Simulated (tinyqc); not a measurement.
How many bands a k.p model needs: band 4 from Gamma to X: k.p theory built from an empirical-pseudopotential calculation at Gamma.

Empirical pseudopotential on the fcc lattice, atoms at +/- tau, tau = a (1,1,1)/8, no spin-orbit coupling. H(G,G') = c (2 pi/a)^2 |k + G|^2 delta + VS(q) cos(q.tau) + i VA(q) sin(q.tau), q = G - G', c = hbar^2/2m0; k and G in units of 2 pi/a; VS at |q|^2 = 3, 8, 11 and VA at 3, 4, 11, in rydberg, zero elsewhere. The basis is fixed: all 65 G with |G|^2 up to Gcut. Energies are counted from the fourth level at Gamma.

k.p in the lowest n states at Gamma: H_nm = (E_n + c k^2) delta + 2 c k.<n|G|m>, k in 1/angstrom; with all states of the basis it is exact.

Constants: hbar^2/2m0 = 3.80998211 eV angstrom^2; Ry = 13.60569312 eV.

Values chosen for the exercise (near those of Ge; the results hold for these values, not for the real material): a = 5.651 angstrom (lattice constant); VS = (-0.236, 0.011, 0.059) Ry (symmetric form factors); VA = (0, 0, 0) Ry (antisymmetric form factors); Gcut = 16 (2 pi/a)^2 (largest |G|^2 of the fixed basis).

Band 4 (counted from below) at k = f (1, 0, 0) 2 pi/a; n ends on whole multiplets.

Energies (eV):
```
f       n = 8  n = 15  n = 27  n = 65 (exact)
0.000   0.000   0.000   0.000           0.000
0.125  -0.195  -0.197  -0.200          -0.200
0.250  -0.622  -0.645  -0.655          -0.656
0.375  -1.077  -1.146  -1.169          -1.170
0.500  -1.463  -1.601  -1.642          -1.644
0.625  -1.740  -1.967  -2.031          -2.035
0.750  -1.891  -2.222  -2.315          -2.321
0.875  -1.907  -2.355  -2.485          -2.495
1.000  -1.785  -2.358  -2.535          -2.550
```

What does the comparison show?

With n = 8 the band stays within 0.05 eV of the exact one up to f = 0.250 (error at X: +0.765 eV). With n = 15 the band stays within 0.05 eV of the exact one up to f = 0.500 (error at X: +0.192 eV). With n = 27 the band stays within 0.05 eV of the exact one over the whole line (error at X: +0.015 eV). A smaller basis can only raise a level.

Program tinyqc; command `OMP_NUM_THREADS=1 python tinyqc.py 1081364 1081365 out.jsonl`; about 0.4 s on one thread of a shared Intel(R) Xeon(R) Processor @ 2.30GHz.
